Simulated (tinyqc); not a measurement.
From Debye to Thomas-Fermi: static screening by free carriers.

kF = (3 pi^2 n/Mv)^(1/3), EF = c kF^2/m with c = hbar^2/2m0, n in 1/angstrom^3 (1e-24 per 1/cm^3), e2 = e^2/(4 pi eps0). Thomas-Fermi: qTF^2 = 6 pi e2 n/(eps EF). Debye: qD^2 = 4 pi e2 n/(eps kB T).

F_j(eta) = (1/Gamma(j + 1)) integral_0^infinity x^j dx/(1 + exp(x - eta)), which tends to exp(eta) for eta << 0.

At finite T: qs^2 = qD^2 F_-1/2(eta)/F_1/2(eta), where n = Mv N F_1/2(eta) and N = 2 (m kB T/(4 pi c))^(3/2) with c = hbar^2/2m0, in 1/angstrom^3; times 1e24 for 1/cm^3.

Constants: hbar^2/2m0 = 3.80998211 eV angstrom^2; e^2/(4 pi eps0) = 14.39964547 eV angstrom; kB = 8.617333262e-05 eV/K.

Parameters, chosen for this exercise (near those of Si; not measured data): m = 0.322 m0 (mass of one isotropic valley); Mv = 6 (valleys); eps = 11.7 (background dielectric constant); T = 300 K.

Screening lengths (angstrom):

| n (1/cm^3) | eta | Debye | Thomas-Fermi | finite T |
|---|---|---|---|---|
| 8.0e+16 | -5.84 | 144.5 | 18.52 | 144.6 |
| 3.0e+18 | -2.18 | 23.60 | 10.12 | 24.05 |
| 1.0e+19 | -0.88 | 12.93 | 8.284 | 13.73 |
| 4.0e+19 | 0.88 | 6.464 | 6.575 | 7.903 |
| 1.0e+20 | 2.52 | 4.088 | 5.644 | 6.027 |
| 6.0e+20 | 9.35 | 1.669 | 4.187 | 4.207 |
| 2.0e+21 | 21.02 | 0.9142 | 3.425 | 3.429 |

Give the missing row, n (1/cm^3) = 6.0e+17.

Computed row:
```
n (1/cm^3)    eta  Debye  Thomas-Fermi  finite T
6.0e+17     -3.82  52.78         13.24     52.98
```

Debye is within 5 % of the finite-T length up to 3e+18 1/cm^3 of the densities listed and Thomas-Fermi from 6e+20 on. The length goes as n^-0.50 at the low end and n^-0.17 at the high end, against the limits -1/2 and -1/6. Both limits give too short a length.

Run: tinyqc, `OMP_NUM_THREADS=1 python tinyqc.py 1682712 1682713 out.jsonl`; Intel(R) Xeon(R) Processor @ 2.30GHz, one thread, shared host; about 0.01 s of CPU time with all checks.
